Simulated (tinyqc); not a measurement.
# Decay of LO phonons and the hot-phonon bottleneck in the cooling of electrons, step by step

A worked calculation. Computed by tinyqc, a small Python program that keeps every step. Command: `OMP_NUM_THREADS=1 python tinyqc.py 3025702 3025703 out.jsonl hotphonon walk`. One thread of a shared host (Intel(R) Xeon(R) Processor @ 2.30GHz), about 0.01 s of CPU time with the checks. Intermediate numbers are printed to about 6 digits and carried at full precision; extremes and crossings named in words are read from the listed rows.

n(E, T) = 1/(exp(E/(k_B T)) - 1) is the Bose occupation. Electrons have a temperature T_e; the LO modes within their reach share one occupation N; the decay products stay at the lattice temperature.

Inputs (values chosen for the exercise, modelled on gallium arsenide):
```
quantity                                             value    unit
LO energy hbar omega                                  36.4     meV
lifetime at T = 0, tau_0                               7.7      ps
weight b of the three-phonon channel                 0.089       -
lattice temperature T                                  300       K
electron mass m*                                    0.0674     m_0
eps_inf                                                 11       -
static dielectric constant eps_s                      12.9       -
electron density n                                   1e+19  1/cm^3
density of LO modes that the electrons reach, N_m  7.2e+19  1/cm^3
power supplied per electron P                         0.14      nW
step factor                                            0.8       -
```

Decay channel: two equal phonons plus a three-phonon channel.

Constants: k_B = 8.617333262e-05 eV/K; c = 299792458 m/s; e^2/(4 pi eps_0) = 14.39964548 eV angstrom; hbar^2/(2 m_0) = 3.80998212 eV angstrom^2; hbar = 6.582119569e-16 eV s; e = 1.602176634e-19 C; k_B = 1.380649e-23 J/K.

## Lifetime and Raman width

Decay rate 1/tau = (1/tau_0) [1 + 2 n_2 + b (1 + 3 n_3 + 3 n_3^2)]/(1 + b), n_2 = n(hbar omega/2), n_3 = n(hbar omega/3). Full width Gamma = 1/(2 pi c tau) in 1/cm, c in cm/s.

thermal factor tau_0/tau = 3.89013

phonon lifetime tau = 1.97937 ps

Raman width Gamma = 2.68209 1/cm

equilibrium LO occupation N_0 = 0.323852

Stimulated decay shortens the lifetime by 74 %.

## Spontaneous emission time

Froehlich coupling alpha = (e^2/(4 pi eps_0)) (1/eps_inf - 1/eps_s) k_0/(2 hbar omega), k_0 = sqrt(m* hbar omega/(hbar^2/(2 m_0))); emission time tau_sp = hbar/(2 alpha hbar omega); bottleneck ratio r = (n/N_m) tau/tau_sp.

alpha = 0.0672064

emission time tau_sp = 134.531 fs

bottleneck ratio r = 2.04348

r compares the rate at which electrons exchange quanta with a mode to its decay rate. Exchange outruns decay, so a hot population builds up if the power is high enough.

## Electron and phonon temperatures in closed form

Net emission per electron: [(N + 1) x - N]/tau_sp with x = exp(-hbar omega/(k_B T_e)), a simple two-level balance; steady state of the modes: n [(N + 1) x - N]/tau_sp = N_m (N - N_0)/tau; power per electron P = hbar omega [(N + 1) x - N]/tau_sp. With p = P tau_sp/(hbar omega): N = N_0 + r p and x = (p + N)/(N + 1); without hot phonons N = N_0. The mode temperature T_LO solves n(hbar omega, T_LO) = N.

reduced power p = 0.00322953

LO occupation N = 0.330451

electron temperature T_e = 305.407 K

T_e without hot phonons = 302.129 K

mode temperature T_LO = 303.274 K

Hot phonons raise T_e by 3 K. T_LO lies between the lattice and the electrons. Caution: the electrons are degenerate; Pauli blocking and the Fermi energy, left out here, matter.

## The same balance by iteration

Eliminating N gives P(T_e) = (hbar omega/tau_sp) [(N_0 + 1) x - N_0]/[1 + r (1 - x)]. Newton steps on ln P against ln T_e, times the step factor, each limited to 0.7 in ln T_e and to keeping a fifth of T_e - T; start at 1.5 T; stop when |ln(P/P(T_e))| < 1e-9 or after 40 steps.

Iterations:
```
step  T_e (K)  P(T_e) (nW)  ln(P/P(T_e))
0     450.000      3.74676  -3.28701e+00
1     330.000      0.77448  -1.71055e+00
2     306.000      0.15536  -1.04080e-01
3     305.501      0.14243  -1.72141e-02
4     305.425      0.14047  -3.34876e-03
5     305.410      0.14009  -6.66217e-04
6     305.407      0.14002  -1.33104e-04
7     305.407      0.14000  -2.66152e-05
8     305.407      0.14000  -5.32282e-06
9     305.407      0.14000  -1.06455e-06
10    305.407      0.14000  -2.12911e-07
11    305.407      0.14000  -4.25821e-08
12    305.407      0.14000  -8.51644e-09
13    305.407      0.14000  -1.70327e-09
14    305.407      0.14000  -3.40672e-10
```

converged (1 yes, 0 no) = 1

T_e from the iteration = 305.407 K

Converged at step 14.

## Energy relaxation with and without hot phonons

P(T_e) = (hbar omega/tau_sp) [(N_0 + 1) x - N_0]/[1 + r (1 - x)], and r = 0 without hot phonons; energy relaxation time tau_E = (3/2) k_B (T_e - T)/P.

Cooling:
```
T_e (K)  P, cold phonons (nW)  P, hot phonons (nW)    ratio  tau_E (ps)         N
330                   1.91708             0.774477  2.47532    0.802209  0.360360
380                   4.84401              2.04293  2.37110    0.810981  0.420154
450                   8.40843              3.74676  2.24418    0.829105  0.500471
600                   14.3455              7.05711  2.03278    0.880377  0.656519
800                   19.8079              10.7752  1.83828    0.960988  0.831788
1100                  25.0502              15.1672  1.65161     1.09234   1.03882
1600                  30.0341              20.3739  1.47415     1.32143   1.28426
2300                  33.7214              25.1119  1.34285     1.64940   1.50761
```

Reabsorption cuts the loss by a factor 2.48 at the lowest T_e and 1.34 at the highest; the factor is 1 + r (1 - x) with r = 2.04. tau_E runs from 0.80 to 1.6 ps, with its shortest value, 0.80 ps, at T_e = 330 K, against tau_sp = 130 fs and a phonon lifetime of 2.0 ps. In the coldest rows the electrons are degenerate, so (3/2) k_B (T_e - T) overstates their excess energy. Pauli blocking is left out, as are upper valleys and non-parabolic bands, which can matter above about 1000 K.

Checks made by the program: iteration against the closed form (relative difference below 1e-10).
